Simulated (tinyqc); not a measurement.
A particle near a wafer in liquid: double-layer and van der Waals forces (DLVO), deposition barrier and removal: one step, computed by the program tinyqc. Command: `OMP_NUM_THREADS=1 python tinyqc.py 3113638 3113639 out.jsonl dlvo walk`. One thread of a shared host (Intel(R) Xeon(R) Processor @ 2.30GHz), about 0.01 s of CPU time with the checks.

Sphere and flat wall, Derjaguin approximation, constant potentials in the linear-superposition form, no retardation and no hydration force.

Question. Energy and force at one gap. U(h) = Z R exp(-kappa h) - A R/(6 h); F(h) = -dU/dh = kappa Z R exp(-kappa h) - A R/(6 h^2), positive for repulsion.

Inputs (values chosen for the exercise, of the order of those for alumina on silica in water):
```
quantity              value  unit
particle radius R       410    nm
Hamaker constant A  1.1e-20     J
temperature T           298     K
gap h                   3.7    nm
```

Z = -11.87567 pN

kappa = 1.316069 1/nm

Constants: k_B = 1.380649e-23 J/K.

Give: double-layer energy; van der Waals energy; U(h); F(h).

Answer.

double-layer energy = -9.086 k_B T

van der Waals energy = -49.38 k_B T

U(h) = -58.46 k_B T

F(h) = -104.1 pN
